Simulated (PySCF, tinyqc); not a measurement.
Inside a calculation. Method: RHF in the sto-6g basis, for H4, spin multiplicity 1. The lowest restricted solution is unstable here: a spin-polarised one lies 0.1029 hartree lower (PySCF). Computed by tinyqc, a small Python program that keeps every step (integrals from PySCF). Settings: charge = 0, multiplicity = 1, basis = sto-6g, energy threshold = 1e-10, iteration cap = 73, orthogonalisation = symmetric, start = atomic densities, DIIS depth = 4, damping = 0.3, method = RHF. Command: `OMP_NUM_THREADS=1 python tinyqc.py 20081 20082 out.jsonl` (the two numbers bound the seeds that draw the settings). One thread of a shared host (Intel(R) Xeon(R) Processor @ 2.60GHz), about 0.1 s of CPU time with the checks. Later iterations appear only in the table of the cycle.

## One-electron integrals

Geometry (angstrom):
```
atom        x        y        z
H     0.00000  0.00000  0.00000
H     0.00000  0.00000  1.51300
H     0.00000  0.00000  3.39800
H     0.00000  0.00000  4.91100
```

Basis sto-6g: exponents (1/bohr^2) and contraction coefficients of normalised primitives:
```
element  l (shell)  exponent  coefficient
H            s (1)  35.52322      0.00916
H            s (1)   6.51314      0.04936
H            s (1)   1.82214      0.16854
H            s (1)   0.62596      0.37056
H            s (1)   0.24308      0.41649
H            s (1)   0.10011      0.13033
```

Overlap, kinetic and nuclear-attraction integrals over the contracted functions; the nuclear repulsion is the sum of Za Zb / Rab.

nuclear repulsion = 1.3994552 hartree

overlap S, lower triangle:
```
         1H 1s    2H 1s    3H 1s    4H 1s
1H 1s  1.00000
2H 1s  0.25209  1.00000
3H 1s  0.01044  0.14387  1.00000
4H 1s  0.00048  0.01044  0.25209  1.00000
```

kinetic energy T (hartree), lower triangle:
```
          1H 1s     2H 1s    3H 1s    4H 1s
1H 1s   0.76852
2H 1s   0.00791   0.76852
3H 1s  -0.00324  -0.01007  0.76852
4H 1s  -0.00025  -0.00324  0.00791  0.76852
```

nuclear attraction V (hartree), lower triangle:
```
          1H 1s     2H 1s     3H 1s     4H 1s
1H 1s  -1.85148
2H 1s  -0.40899  -2.02423
3H 1s  -0.01519  -0.22609  -2.02423
4H 1s  -0.00066  -0.01519  -0.40899  -1.85148
```

core Hamiltonian H = T + V (hartree), lower triangle:
```
          1H 1s     2H 1s     3H 1s     4H 1s
1H 1s  -1.08295
2H 1s  -0.40108  -1.25571
3H 1s  -0.01844  -0.23616  -1.25571
4H 1s  -0.00091  -0.01844  -0.40108  -1.08295
```

## Two-electron integrals

Functions are numbered as in S; the eight-fold symmetry (ij|kl) = (ji|kl) = (kl|ij) leaves the list below.

Two-electron integrals (ij|kl) in chemists' order, unique and non-zero (hartree):
```
(11|11) 0.77500    (21|11) 0.13449    (21|21) 0.03592    (22|11) 0.34313
(22|21) 0.13449    (22|22) 0.77500    (31|11) 0.00350    (31|21) 0.00107
(31|22) 0.00500    (31|31) 4.33e-05   (32|11) 0.03188    (32|21) 0.01167
(32|22) 0.06904    (32|31) 0.00062    (32|32) 0.01077    (33|11) 0.15573
(33|21) 0.05131    (33|22) 0.27926    (33|31) 0.00350    (33|32) 0.06904
(33|33) 0.77500    (41|11) 0.00012    (41|21) 3.78e-05   (41|22) 0.00019
(41|31) 1.76e-06   (41|32) 2.77e-05   (41|33) 0.00019    (41|41) 7.95e-08
(42|11) 0.00182    (42|21) 0.00063    (42|22) 0.00350    (42|31) 3.52e-05
(42|32) 0.00062    (42|33) 0.00500    (42|41) 1.76e-06   (42|42) 4.33e-05
(43|11) 0.03233    (43|21) 0.01010    (43|22) 0.05131    (43|31) 0.00063
(43|32) 0.01167    (43|33) 0.13449    (43|41) 3.78e-05   (43|42) 0.00107
(43|43) 0.03592    (44|11) 0.10775    (44|21) 0.03233    (44|22) 0.15573
(44|31) 0.00182    (44|32) 0.03188    (44|33) 0.34313    (44|41) 0.00012
(44|42) 0.00350    (44|43) 0.13449    (44|44) 0.77500
```

## Orthogonalisation

S = U s U^T; symmetric (Loewdin) form X = U s^(-1/2) U^T, so that X^T S X = 1.

eigenvalues of S: 0.67576  0.80004  1.17989  1.34431

X, lower triangle:
```
          1H 1s     2H 1s     3H 1s    4H 1s
1H 1s   1.02519
2H 1s  -0.13253   1.03360
3H 1s   0.00929  -0.07702   1.03360
4H 1s  -0.00128   0.00929  -0.13253  1.02519
```

## Starting guess

The start is atomic minimal-basis densities projected into this basis (PySCF's MINAO start) and scaled to the electron count of each spin; this density is not idempotent, so its energy is not variational and may lie below the converged one.

D at the start, lower triangle:
```
         1H 1s    2H 1s    3H 1s    4H 1s
1H 1s  0.97891
2H 1s  0.08250  0.96941
3H 1s  0.00461  0.06940  0.96941
4H 1s  0.00086  0.00461  0.08250  0.97891
```

## Iteration 1: building the Fock matrix

J_ij = sum D_kl (ij|kl), K_ij = sum D_kl (ik|jl); F = H + J - 0.5 K; E = tr D H + tr D J / 2 - 0.25 tr D K + E_nn.

Coulomb J (hartree), lower triangle:
```
         1H 1s    2H 1s    3H 1s    4H 1s
1H 1s  1.37974
2H 1s  0.35265  1.55067
3H 1s  0.01381  0.20163  1.55067
4H 1s  0.00061  0.01381  0.35265  1.37974
```

exchange K (hartree), lower triangle:
```
         1H 1s    2H 1s    3H 1s    4H 1s
1H 1s  0.81590
2H 1s  0.29523  0.82896
3H 1s  0.02535  0.15932  0.82896
4H 1s  0.00284  0.02535  0.29523  0.81590
```

Fock matrix F (hartree), lower triangle:
```
          1H 1s     2H 1s     3H 1s     4H 1s
1H 1s  -0.11116
2H 1s  -0.19605  -0.11952
3H 1s  -0.01730  -0.11419  -0.11952
4H 1s  -0.00172  -0.01730  -0.19605  -0.11116
```

total energy of this density = -1.2258197 hartree

This density is the starting one; it is not idempotent, so its energy is not variational and may lie below the converged one.

## Iteration 1: diagonalisation and new density

Diagonalise F' = X^T F X, C = X C', fill 2 alpha and 2 beta electrons from the bottom; D = 2 C_occ C_occ^T; the new density keeps 0.3 of the old one (damping). Each column has its largest component positive (the first on a tie).

F' = X^T F X (hartree), lower triangle:
```
          1         2         3         4
1  -0.06571
2  -0.18051  -0.05887
3   0.01010  -0.10640  -0.05887
4  -0.00233   0.01010  -0.18051  -0.06571
```

orbital energies (hartree): MO1 -0.29386, MO2 -0.20643, MO3 0.06055, MO4 0.19058

coefficients C:
```
           MO1       MO2       MO3       MO4
1H 1s  0.36655   0.52032   0.63042  -0.51590
2H 1s  0.48743   0.39121  -0.47701   0.68830
3H 1s  0.48743  -0.39121  -0.47701  -0.68830
4H 1s  0.36655  -0.52032   0.63042   0.51590
```

D after iteration 1, lower triangle:
```
          1H 1s     2H 1s    3H 1s    4H 1s
1H 1s   0.86080
2H 1s   0.55986   0.83770
3H 1s  -0.03345   0.13918  0.83770
4H 1s  -0.19066  -0.03345  0.55986  0.86080
```

## Iteration 2: building the Fock matrix

As before.

Coulomb J (hartree), lower triangle:
```
         1H 1s    2H 1s    3H 1s    4H 1s
1H 1s  1.37303
2H 1s  0.35390  1.53919
3H 1s  0.01377  0.19959  1.53919
4H 1s  0.00061  0.01377  0.35390  1.37303
```

exchange K (hartree), lower triangle:
```
          1H 1s    2H 1s    3H 1s    4H 1s
1H 1s   0.84786
2H 1s   0.44205  0.85846
3H 1s   0.03017  0.17113  0.85846
4H 1s  -0.01797  0.03017  0.44205  0.84786
```

Fock matrix F (hartree), lower triangle:
```
          1H 1s     2H 1s     3H 1s     4H 1s
1H 1s  -0.13385
2H 1s  -0.26821  -0.14575
3H 1s  -0.01976  -0.12213  -0.14575
4H 1s   0.00868  -0.01976  -0.26821  -0.13385
```

total energy of this density = -1.6201794 hartree

This density is a damped mixture and is not idempotent, and it still holds part of the atomic start, so its energy may lie below the converged one.

## Iteration 2: DIIS over 2 matrices

error matrix X^T (FDS - SDF) X:
```
          1         2         3         4
1   0.00000   0.00440  -0.02013   0.00000
2  -0.00440   0.00000   0.00000   0.02013
3   0.02013   0.00000   0.00000  -0.00440
4   0.00000  -0.02013   0.00440   0.00000
```

B (overlaps of the stored error matrices):
```
               1              2
1  7.4381851e-05  3.1507203e-04
2  3.1507203e-04  1.6988761e-03
```

Minimise |sum c_i e_i|^2 with sum c_i = 1: solve [B -1; -1 0][c; lambda] = [0; -1] with B_ij = tr e_i^T e_j, and take F = sum c_i F_i.

DIIS coefficients: 1.21056  -0.21056

extrapolated F (hartree), lower triangle:
```
          1H 1s     2H 1s     3H 1s     4H 1s
1H 1s  -0.10639
2H 1s  -0.18086  -0.11400
3H 1s  -0.01678  -0.11251  -0.11400
4H 1s  -0.00391  -0.01678  -0.18086  -0.10639
```

## Iteration 2: diagonalisation and new density

As before.

F' = X^T F X (hartree), lower triangle:
```
          1         2         3         4
1  -0.06471
2  -0.16558  -0.05728
3   0.00962  -0.10507  -0.05728
4  -0.00448   0.00962  -0.16558  -0.06471
```

orbital energies (hartree): MO1 -0.27853, MO2 -0.18956, MO3 0.04700, MO4 0.17711

coefficients C:
```
           MO1       MO2       MO3       MO4
1H 1s  0.36265   0.52441   0.63267  -0.51174
2H 1s  0.49036   0.38571  -0.47399   0.69139
3H 1s  0.49036  -0.38571  -0.47399  -0.69139
4H 1s  0.36265  -0.52441   0.63267   0.51174
```

D after iteration 2, lower triangle:
```
          1H 1s     2H 1s    3H 1s    4H 1s
1H 1s   0.82737
2H 1s   0.70010   0.79623
3H 1s  -0.04425   0.17011  0.79623
4H 1s  -0.25808  -0.04425  0.70010  0.82737
```

## Iteration 3: building the Fock matrix

As before.

Coulomb J (hartree), lower triangle:
```
         1H 1s    2H 1s    3H 1s    4H 1s
1H 1s  1.37147
2H 1s  0.35421  1.53497
3H 1s  0.01375  0.19892  1.53497
4H 1s  0.00061  0.01375  0.35421  1.37147
```

exchange K (hartree), lower triangle:
```
          1H 1s    2H 1s    3H 1s    4H 1s
1H 1s   0.85816
2H 1s   0.48514  0.86643
3H 1s   0.03180  0.17717  0.86643
4H 1s  -0.02516  0.03180  0.48514  0.85816
```

Fock matrix F (hartree), lower triangle:
```
          1H 1s     2H 1s     3H 1s     4H 1s
1H 1s  -0.14057
2H 1s  -0.28945  -0.15395
3H 1s  -0.02059  -0.12583  -0.15395
4H 1s   0.01228  -0.02059  -0.28945  -0.14057
```

total energy of this density = -1.7632046 hartree

This density is a damped mixture and is not idempotent, and it still holds part of the atomic start, so its energy may lie below the converged one.

## Iteration 3: DIIS over 3 matrices

error matrix X^T (FDS - SDF) X:
```
          1         2         3         4
1   0.00000   0.00674  -0.03275   0.00000
2  -0.00674   0.00000   0.00000   0.03275
3   0.03275   0.00000   0.00000  -0.00674
4   0.00000  -0.03275   0.00674   0.00000
```

B (overlaps of the stored error matrices), lower triangle:
```
               1              2              3
1  7.4381851e-05
2  3.1507203e-04  1.6988761e-03
3  5.0791424e-04  2.7562093e-03  4.4722595e-03
```

As before.

DIIS coefficients: -0.44647  3.63755  -2.19108

extrapolated F (hartree), lower triangle:
```
          1H 1s     2H 1s     3H 1s     4H 1s
1H 1s  -0.12927
2H 1s  -0.25389  -0.13948
3H 1s  -0.01904  -0.11758  -0.13948
4H 1s   0.00545  -0.01904  -0.25389  -0.12927
```

## Iteration 3: diagonalisation and new density

As before.

F' = X^T F X (hartree), lower triangle:
```
          1         2         3         4
1  -0.06942
2  -0.23746  -0.06425
3   0.01193  -0.10850  -0.06425
4   0.00459   0.01193  -0.23746  -0.06942
```

orbital energies (hartree): MO1 -0.35068, MO2 -0.27119, MO3 0.11311, MO4 0.24143

coefficients C:
```
           MO1       MO2       MO3       MO4
1H 1s  0.38003   0.50718   0.62239  -0.52882
2H 1s  0.47705   0.40839  -0.48738   0.67824
3H 1s  0.47705  -0.40839  -0.48738  -0.67824
4H 1s  0.38003  -0.50718   0.62239   0.52882
```

D after iteration 3, lower triangle:
```
          1H 1s     2H 1s    3H 1s    4H 1s
1H 1s   0.81052
2H 1s   0.75382   0.79098
3H 1s  -0.04944   0.13615  0.79098
4H 1s  -0.23535  -0.04944  0.75382  0.81052
```

## Iteration 21 (converged): orbitals

converged F (hartree), lower triangle:
```
          1H 1s     2H 1s     3H 1s     4H 1s
1H 1s  -0.14407
2H 1s  -0.30215  -0.15482
3H 1s  -0.02011  -0.11393  -0.15482
4H 1s   0.00886  -0.02011  -0.30215  -0.14407
```

Diagonalise F' = X^T F X, C = X C', fill 2 alpha and 2 beta electrons from the bottom; D = 2 C_occ C_occ^T. Each column has its largest component positive (the first on a tie).

F' = X^T F X (hartree), lower triangle:
```
          1         2         3         4
1  -0.07217
2  -0.28514  -0.06833
3   0.01335  -0.10366  -0.06833
4   0.00767   0.01335  -0.28514  -0.07217
```

orbital energies (hartree): MO1 -0.39529, MO2 -0.32626, MO3 0.15880, MO4 0.28174

coefficients C:
```
           MO1       MO2       MO3       MO4
1H 1s  0.39228   0.49590   0.61474  -0.53941
2H 1s  0.46731   0.42262  -0.49674   0.66947
3H 1s  0.46731  -0.42262  -0.49674  -0.66947
4H 1s  0.39228  -0.49590   0.61474   0.53941
```

D after iteration 21, lower triangle:
```
          1H 1s     2H 1s    3H 1s    4H 1s
1H 1s   0.79960
2H 1s   0.78579   0.79397
3H 1s  -0.05252   0.07954  0.79397
4H 1s  -0.18407  -0.05252  0.78579  0.79960
```

## Convergence

Stop when the energy changes by less than 1e-10 hartree and every element of the error matrix X^T (F D S - S D F) X is below 3e-06.

Course of the cycle:
```
iteration  E (hartree)     change  largest element of the error matrix
1           -1.2258197          -                             3.31e-03
2           -1.6201794  -3.94e-01                             2.01e-02
3           -1.7632046  -1.43e-01                             3.28e-02
4           -1.8105055  -4.73e-02                             2.09e-02
5           -1.8252576  -1.48e-02                             1.45e-02
6           -1.8299403  -4.68e-03                             5.43e-03
7           -1.8313903  -1.45e-03                             1.05e-03
8           -1.8318380  -4.48e-04                             3.18e-04
9           -1.8319726  -1.35e-04                             8.52e-05
10          -1.8320130  -4.04e-05                             2.54e-05
11          -1.8320251  -1.21e-05                             7.57e-06
12          -1.8320288  -3.64e-06                             2.27e-06
13          -1.8320299  -1.09e-06                             6.82e-07
14          -1.8320302  -3.27e-07                             2.04e-07
15          -1.8320303  -9.82e-08                             6.13e-08
16          -1.8320303  -2.95e-08                             1.84e-08
17          -1.8320303  -8.84e-09                             5.52e-09
18          -1.8320303  -2.65e-09                             1.66e-09
19          -1.8320303  -7.96e-10                             4.97e-10
20          -1.8320303  -2.39e-10                             1.49e-10
21          -1.8320303  -7.16e-11                             4.47e-11
```

PySCF RHF in the same basis = -1.8320303 hartree

Converged in 21 iterations.

## Populations, bond orders and dipole

Mulliken: Z minus the diagonal of D S on the atom; Loewdin: the same with S^(1/2) D S^(1/2); Mayer order: 2 sum_s sum (D(s) S)_ij (D(s) S)_ji over the two atoms.

Charges (e):
```
atom  Mulliken   Loewdin
1H     0.00295   0.00228
2H    -0.00295  -0.00228
3H    -0.00295  -0.00228
4H     0.00295   0.00228
```

Mayer bond orders:
```
pair     order
2-1    0.96491
3-1   -0.00054
3-2    0.03562
4-1    0.03562
4-2   -0.00054
4-3    0.96491
```

dipole moment about the origin, x y z (debye): 0.00000  0.00000  0.00000
